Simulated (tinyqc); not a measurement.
Comparisons within one model: donor near an oxide interface in a gate field (two-state model). A value that a table varies takes the place of the one given here.

Interface at z = 0 (hard wall), donor at z = d, field F pulling electrons to the interface: potential e F z; 1 kV/cm = 1e-5 eV/angstrom, c = hbar^2/2m0, q = e^2/(4 pi eps0), Q = (eps - eo)/(eps + eo). Donor state: E_D = e F d - ED - q Q/(4 eps d), the last term joining the images of ion and electron. Interface state: z exp(-b z/2) exp(-rho^2/(2 L^2)) with E_z = c b^2/(4 mz) + 3 e F/b + q Q b/(8 eps), minimised over b; in the plane at z = 3/b the ion (distance D = d - 3/b) and its image (D' = d + 3/b) give E_rho = c/(mt L^2) - (q/eps)(sqrt(pi)/L)[erfcx(D/L) + Q erfcx(D'/L)], erfcx(x) = exp(x^2) erfc(x), minimised over L. E_I = E_z + E_rho.

The two states couple by t = t0 exp(-D/aD) with t0 = q/(eps aD) (2 aD/L) sqrt(aD b/2) v, v a valley factor; this form is an estimate. With detuning u = E_D - E_I the splitting is sqrt(u^2 + 4 t^2) and the lower state has weight (1 - u/sqrt(u^2 + 4 t^2))/2 on the donor.

Constants: hbar^2/2m0 = 3.80998211 eV angstrom^2; e^2/(4 pi eps0) = 14.39964547 eV angstrom.

Inputs chosen for the exercise (near those of a donor in Si below SiO2, static dielectric constants; the results hold for these values, not for the real material):

| symbol | value | unit | meaning |
|---|---|---|---|
| d | 60 | angstrom | depth of the donor |
| ED | 31.2 | meV | bulk binding energy |
| mz | 0.922 | m0 | mass across the interface |
| mt | 0.194 | m0 | mass in the plane |
| eps | 11.6 |  | dielectric constant of the semiconductor |
| eo | 3.9 |  | dielectric constant of the oxide |
| aD | 16.6 | angstrom | donor radius |
| v | 0.36 |  | valley factor |
| Fl | (76.229, 88.14, 92.904, 95.286, 97.668, 102.433, 114.343) | kV/cm | fields |
| dl | (65, 90, 120, 155, 200, 250) | angstrom | depths |

## Sweeping the field

Both levels, the splitting, the donor weight and the mean depth w d + (1 - w) 3/b.

Results:

| F (kV/cm) | E_D (meV) | E_I (meV) | splitting (meV) | donor weight | mean depth (angstrom) |
|---|---|---|---|---|---|
| 76.229 | 11.968 | 16.598 | 7.52 | 0.808 | 54.7 |
| 88.140 | 19.115 | 20.951 | 5.66 | 0.662 | 50.1 |
| 92.904 | 21.973 | 22.597 | 5.22 | 0.560 | 46.9 |
| 95.286 | 23.402 | 23.402 | 5.10 | 0.500 | 45.0 |
| 97.668 | 24.831 | 24.197 | 5.06 | 0.437 | 42.9 |
| 102.433 | 27.690 | 25.756 | 5.24 | 0.316 | 38.9 |
| 114.343 | 34.836 | 29.497 | 7.03 | 0.120 | 31.8 |

How do the results move?

E_D rises by 0.60 and E_I by 0.34 meV per kV/cm, so they cross once, near 95.3 kV/cm, where the splitting is 2t = 5.1 meV. The donor weight passes from 0.85 to 0.15 while the detuning goes from -2t to 2t, a window of 39 kV/cm or 41 % of the field; across the table the charge moves by 23 angstrom.

## Depth of the donor

Critical field, and the coupling, E_rho and L at that field.

Results:

| d (angstrom) | critical field (kV/cm) | e F d/ED | t (meV) | E_rho (meV) | L (angstrom) |
|---|---|---|---|---|---|
| 65 | 85.6 | 1.783 | 1.9 | -21.61 | 55 |
| 90 | 56.4 | 1.626 | 0.41 | -16.07 | 71 |
| 120 | 39.6 | 1.524 | 0.070 | -12.34 | 87 |
| 155 | 29.2 | 1.453 | 0.0090 | -9.74 | 105 |
| 200 | 21.7 | 1.393 | 0.00066 | -7.69 | 127 |
| 250 | 16.8 | 1.349 | 3.6e-05 | -6.24 | 149 |

What does this show?

The critical field falls from 86 to 17 kV/cm, with exponent -1.21 in d, while t drops by a factor 5.2e+04, about e for each 17 angstrom at the end (aD = 16.6). One lattice plane (1.36 angstrom) of misplacement changes t by 8 % and the critical field by about 1.4 % at 120 angstrom.

## What each parameter does

Critical field (E_D = E_I), and t and L there. Each row changes one parameter from the base and keeps the others.

Results:

| case | critical field (kV/cm) | t (meV) | L (angstrom) |
|---|---|---|---|
| base | 95.3 | 2.55 | 52.3 |
| d = 75 angstrom | 71.0 | 1.02 | 61.6 |
| ED = 37.2 meV | 116.6 | 2.26 | 53.8 |
| aD = 18.3 angstrom | 95.3 | 3.17 | 52.3 |
| mz = 0.784 m0 | 100.5 | 2.66 | 51.7 |
| mt = 0.223 m0 | 91.4 | 2.79 | 48.6 |
| eo = 5.8 | 91.1 | 2.44 | 53.4 |
| eps = 12.3 | 100.1 | 2.26 | 54.1 |

What does this show?

The largest shifts from the base row, up to three for each result and ties (the steps differ in size, so this ranks the rows, not the parameters). critical field (kV/cm): d -24.3, ED +21.3, mz +5.2; unchanged at the printed digits by aD. t (meV): d -1.53, aD +0.618, ED -0.287. L (angstrom): d +9.4, mt -3.6, eps +1.8; unchanged at the printed digits by aD.

tinyqc: `OMP_NUM_THREADS=1 python tinyqc.py 1282388 1282389 out.jsonl`; about 0.08 s, one thread, shared Intel(R) Xeon(R) Processor @ 2.30GHz.
